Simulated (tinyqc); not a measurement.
# Changing the frequency f

Model: Hall factor, magnetoresistance and optical conductivity for a power-law relaxation time. Computed by tinyqc, a small Python program. Command: `OMP_NUM_THREADS=1 python tinyqc.py 3029581 3029582 out.jsonl magneto sweep`. One thread of a shared host (Intel(R) Xeon(R) Processor @ 2.30GHz), about 0.01 s of CPU time with the checks.

One spherical parabolic band, tau(E) = tau_0 x^s with x = E/(k_B T). Landau quantisation is left out.

Inputs (values chosen for the exercise, with a mass close to that of electrons in silicon):
```
quantity                         value  unit
effective mass m                  0.25   m_0
exponent s                           1     -
tau_0                              120    fs
reduced Fermi level eta             -8     -
temperature T                      150     K
background permittivity eps_inf   5.92     -
```

Constants: m_0 = 9.1093837015e-31 kg; k_B = 1.380649e-23 J/K; hbar = 1.054571817e-34 J s; e = 1.602176634e-19 C; eps_0 = 8.8541878128e-12 F/m; c = 299792458 m/s.

Method:
- <y> = int y x^(3/2) f (1 - f) dx / int x^(3/2) f (1 - f) dx, f = 1/(1 + exp(x - eta)).
- Integrals over x = E/(k_B T) use 160 Gauss-Legendre points in u = sqrt(x) from 0 to sqrt(max(eta, 0) + 45).
- n = (2 m k_B T)^(3/2)/(3 pi^2 hbar^3) int x^(3/2) f (1 - f) dx; moments in units of tau_0.
- sigma(w) = (n e^2/m) <tau/(1 - i w tau)>, w = 2 pi f; eps = eps_inf + i sigma/(eps_0 w); N = sqrt(eps); absorption coefficient 2 w Im N/c; reflectivity |(N - 1)/(N + 1)|^2; plasma frequency sqrt(n e^2/(eps_inf eps_0 m))/(2 pi).

One run for each value:
```
frequency f (THz)  absorption coefficient (1/cm)  reflectivity
0.21                                   1.540e+01        0.1654
0.38                                   1.097e+01        0.1670
0.67                                   6.564e+00        0.1702
1.20                                   3.212e+00        0.1725
2.20                                   1.294e+00        0.1736
3.90                                   4.892e-01        0.1740
7.00                                   1.679e-01        0.1742
12.00                                  6.008e-02        0.1742
22.00                                  1.841e-02        0.1742
40.00                                  5.645e-03        0.1743
```

Over the rows, absorption coefficient (1/cm) falls from 15.4 to 0.00565 (exponent d ln y / d ln x -0.57 between the first rows and -2.0 between the last); reflectivity rises from 0.165 to 0.174. At the high end the exponent of absorption coefficient is -1.98, close to -2: free-carrier absorption, proportional to the wavelength squared.

Caution (rows 3.90, 7.00, 12.0, 22.0, 40.0): the photon energy exceeds the typical carrier energy, so the classical sigma(w) is only a rough guide to the absorption.
